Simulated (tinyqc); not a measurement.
Worked calculation: RHF in the sto-3g basis, for H3-, spin multiplicity 1. The basis has no diffuse functions, so it cannot describe the extra electron: this is an exercise in the method, not the real anion. One step of it, computed by the program tinyqc.

Task: Iteration 3: DIIS coefficients. Solve [B -1; -1 0][c; lambda] = [0; -1] for the coefficients, which sum to one.

B (overlaps of the stored error matrices):
$$\begin{pmatrix}
9.6518830e-02 & 9.7427806e-02 & 5.5484991e-02 \\
9.7427806e-02 & 9.8345342e-02 & 5.6007526e-02 \\
5.5484991e-02 & 5.6007526e-02 & 3.1896203e-02
\end{pmatrix}$$

Give: DIIS coefficients.

Result:

DIIS coefficients: [-0.635, -0.701, 2.337]
